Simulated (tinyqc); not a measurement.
## Permittivity of the insulator from five potentials

Question. A node lies on a semiconductor-insulator interface. Steps: hs = tb/2 down into the semiconductor, ho = tox/1 up into the insulator, hy = L/4 sideways. The flux balance of its box reads eox (hy/ho)(above - node) + eps_r (hy/hs)(below - node) + [(eps_r hs + eox ho)/(2 hy)](left + right - 2 node) - q Na (hs/2) hy/eps0 = 0. Find eox.

Inputs (values chosen for the exercise); semiconductor permittivity close to that of In0.53Ga0.47As: relative permittivity of the semiconductor eps_r = 14; half the body thickness tb = 4 nm; insulator thickness tox = 7.2 nm; channel length L = 42 nm; acceptor density of the depleted body Na = 0 cm^-3.

Constants: q = 1.602176634e-19 C, eps0 = 8.8541878128e-14 F/cm where lengths are in cm. Results are converted to the units shown.

psi (V): node 0.021795020, above -0.15, below 0.045125862, left 0.53, right -0.027182043

Answer. The balance is linear in eox.

eox = 25.00

Numbers from tinyqc (`OMP_NUM_THREADS=1 python tinyqc.py 2480105 2480106 out.jsonl`; about 0.1 s on one thread of a shared Intel Xeon 2.30GHz).
